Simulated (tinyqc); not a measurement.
What moves the results: conduction-band anticrossing with a localised impurity level. A value that a table varies takes the place of the one given here.

Host conduction band EM(k) = Eg - al x + c k^2/mM, c = hbar^2/2m0, coupled to a flat level EI by V = C sqrt(x): H = [[EM, V], [V, EI]], E+/- = (EM + EI)/2 +/- sqrt((EM - EI)^2/4 + V^2). The host weight of a state at E is f = 1/(1 + V^2/(E - EI)^2), and its mass at k = 0 is mM/f. The gap is E-(0), the valence top staying at 0.

Constants: hbar^2/2m0 = 3.80998211 eV angstrom^2.

Inputs chosen for the exercise (host near GaAs; shifted at random, so the results belong to these values and not to a real crystal): Eg = 1.528 eV (gap at Gamma to the s-like level); mM = 0.066 m0 (mass of the host band); EI = 1.871 eV (impurity level, from the valence top of the host); C = 2.9 eV (coupling); al = 0.14 eV (linear shift of the host edge); x = 0.013 (impurity fraction); aM = 111 meV/GPa (pressure coefficient of the host edge); aI = 27 meV/GPa (pressure coefficient of the level).

## Impurity fraction

The last column is the bowing that a quadratic law would need at that x, (Eg - gap)/(x (1 - x)), with equal end gaps.

Results:

| x (%) | E- (eV) | E+ (eV) | gap (eV) | host weight of E- | mass of E- | bowing (eV) |
|---|---|---|---|---|---|---|
| 0.1 | 1.5049 | 1.8940 | 1.5049 | 0.941 | 0.0701 | 23.1 |
| 0.2 | 1.4842 | 1.9145 | 1.4842 | 0.899 | 0.0734 | 21.9 |
| 0.5 | 1.4316 | 1.9667 | 1.4316 | 0.821 | 0.0804 | 19.4 |
| 1.0 | 1.3615 | 2.0361 | 1.3615 | 0.755 | 0.0874 | 16.8 |
| 2.0 | 1.2530 | 2.1432 | 1.2530 | 0.694 | 0.0951 | 14.0 |
| 3.0 | 1.1660 | 2.2288 | 1.1660 | 0.663 | 0.0995 | 12.4 |
| 5.0 | 1.0243 | 2.3677 | 1.0243 | 0.630 | 0.1047 | 10.6 |
| 8.0 | 0.8548 | 2.5330 | 0.8548 | 0.606 | 0.1090 | 9.1 |

The apparent bowing falls from 23.1 to 9.1 eV, so no single constant describes the gap: the part from the coupling goes as x while V is small against |EM - EI| and as sqrt(x) beyond (V = |Eg - EI| near x = 1.40 %), with the linear term al x on top; the fall of the gap goes as the power 0.92 of x between the first two rows and 0.62 between the last two. The mass of E- goes from 0.0701 to 0.1090, higher although the gap falls, against the usual k.p trend; with al = 0 the weight tends to 1/2 at large x.

## Pressure

Eg and EI move linearly with pressure; V is kept. The slope of E- is f aM + (1 - f) aI.

Results:

| P (GPa) | EM (eV) | EI (eV) | E- (eV) | E+ (eV) | host weight of E- | slope of E- (meV/GPa) |
|---|---|---|---|---|---|---|
| 0 | 1.5262 | 1.8710 | 1.3257 | 2.0715 | 0.731 | 88.4 |
| 1 | 1.6372 | 1.8980 | 1.4122 | 2.1230 | 0.683 | 84.4 |
| 2 | 1.7482 | 1.9250 | 1.4943 | 2.1789 | 0.629 | 79.8 |
| 3 | 1.8592 | 1.9520 | 1.5717 | 2.2395 | 0.569 | 74.8 |
| 4 | 1.9702 | 1.9790 | 1.6439 | 2.3053 | 0.507 | 69.6 |
| 5 | 2.0812 | 2.0060 | 1.7108 | 2.3764 | 0.444 | 64.3 |
| 6 | 2.1922 | 2.0330 | 1.7725 | 2.4527 | 0.383 | 59.2 |
| 7 | 2.3032 | 2.0600 | 1.8293 | 2.5339 | 0.327 | 54.5 |
| 8 | 2.4142 | 2.0870 | 1.8817 | 2.6195 | 0.278 | 50.4 |

The unmixed levels cross at 4.11 GPa, where E+ - E- has its minimum 2V = 0.661 eV and the weights are 1/2. The slope of E- falls from 88 to 50 meV/GPa, between the limits aM = 111 and aI = 27, as the state turns impurity-like. The X valleys, which pass below the Gamma edge of the host at high pressure, are left out.

## What each parameter does

At k = 0. Each row changes one parameter from the base and keeps the others.

Results:

| case | E- (eV) | E+ (eV) | gap (eV) | mass (m0) |
|---|---|---|---|---|
| base | 1.3257 | 2.0715 | 1.3257 | 0.0903 |
| EI = 1.821 eV | 1.3116 | 2.0356 | 1.3116 | 0.0938 |
| al = 0.64 eV | 1.3209 | 2.0698 | 1.3209 | 0.0898 |
| Eg = 1.578 eV | 1.3616 | 2.0856 | 1.3616 | 0.0938 |
| C = 3.335 eV | 1.2811 | 2.1161 | 1.2811 | 0.0934 |
| x = 0.01495 | 1.3041 | 2.0928 | 1.3041 | 0.0918 |
| mM = 0.0759 m0 | 1.3257 | 2.0715 | 1.3257 | 0.1038 |

The largest shifts from the base row, up to three for each result and ties (the steps differ in size, so this ranks the rows, not the parameters). E- (eV): C -0.0446, Eg +0.0359, x -0.0216; unchanged at the printed digits by mM. E+ (eV): C +0.0446, EI -0.0359, x +0.0213; unchanged at the printed digits by mM. gap (eV): C -0.0446, Eg +0.0359, x -0.0216; unchanged at the printed digits by mM. mass (m0): mM +0.0135, Eg +0.0035, EI +0.0035.

Run: tinyqc, `OMP_NUM_THREADS=1 python tinyqc.py 1050540 1050541 out.jsonl`; Intel(R) Xeon(R) Processor @ 2.30GHz, one thread, shared host; about 0.01 s of CPU time with all checks.
